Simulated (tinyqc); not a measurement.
# Gate voltage for a given inversion charge

Problem. p-type body, charge-sheet picture, depletion and inversion only, full ionisation (an idealisation for deep acceptors), Boltzmann statistics (rough once Na exp(x - xn) passes about Nc/7). In units of Vt: xg = (Vg - Vfb)/Vt, x = psi/Vt, G = gamma/sqrt(Vt), xn = (2 phiF + Vc)/Vt. The implicit equation is (xg - x)^2 = G^2 [x - 1 + exp(x - xn)] for x above about 3. Cox = eps0 eox/tox. ni = sqrt(Nc Nv) exp(-Eg/(2 Vt)), Eg in volts; phiF = Vt ln(Na/ni); gamma = sqrt(2 q eps0 eps_r Na)/Cox. N_inv = (Cox Vt G/q) [sqrt(x - 1 + exp(x - xn)) - sqrt(x - 1)]. Find x - xn, psi and Vg.

Inputs (values chosen for the exercise); band and dielectric values close to those of silicon: temperature T = 300 K; band gap Eg = 1.13 eV; relative permittivity eps_r = 11.9; conduction-band density of states at T Nc = 2.79e19 cm^-3; valence-band density of states at T Nv = 2.64e19 cm^-3; relative permittivity of the gate insulator (close to silicon dioxide) eox = 3.9; insulator thickness tox = 24 nm; acceptor density Na = 7.1e17 cm^-3; flat-band voltage Vfb = -0.65 V; channel-body voltage Vc = 0.2 V.

Constants: q = 1.602176634e-19 C, kB = 1.380649e-23 J/K, Vt = kB T/q, eps0 = 8.8541878128e-14 F/cm where lengths are in cm. Results are converted to the units shown.

N_inv = 3.6e10 cm^-2

Answer. N_inv rises steadily with x, so it fixes x; the implicit equation then gives xg directly.

x - xn = -0.03284
psi = 1.141 V
Vg = 4.124 V

Computed by the program tinyqc: `OMP_NUM_THREADS=1 python tinyqc.py 2122133 2122134 out.jsonl`, one thread of a shared Intel Xeon 2.30GHz, about 0.01 s for the whole run.
